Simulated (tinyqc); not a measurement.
## Trap density from one capacitance

Inverse problem. Traps spread evenly through the insulator exchange electrons with the semiconductor by tunnelling, with tau(x) = t0 exp(2 ka x) at depth x from the interface. The admittance per area Y seen at depth x obeys dY/dx = -Y^2/(i w eps0 eox) + q Nb ln(1 + i w tau)/tau, with Y(0) = i w Cs and w = 2 pi f; the gate sees Y(tox) = G + i w C. Working variable y = Y/(i w), in uF/cm^2. Cox = eps0 eox/tox. Find Nb and G/w.

Parameters, values chosen for the exercise:

| symbol | value | unit | meaning |
|---|---|---|---|
| eox | 19.9 |  | relative permittivity of the insulator |
| tox | 6.3 | nm | insulator thickness |
| Cs | 0.92 | uF/cm^2 | semiconductor capacitance in accumulation |
| ka | 3.1 | 1/nm | decay constant of the wave function in the insulator |
| t0 | 2e-11 | s | time constant of a trap at the interface |
| f | 100 | Hz | frequency |

Constants: q = 1.602176634e-19 C, eps0 = 8.8541878128e-14 F/cm where lengths are in cm. Results are converted to the units shown.

C = 1.0207337 uF/cm^2

Answer. C rises steadily with Nb, so one density matches; in practice ka and t0 must come from the frequency dependence.

Nb = 1.10e19 cm^-3 eV^-1
G/w = 0.0296 uF/cm^2

Program tinyqc, `OMP_NUM_THREADS=1 python tinyqc.py 2202020 2202021 out.jsonl`; Intel Xeon 2.30GHz, shared host, one thread, about 0.4 s.
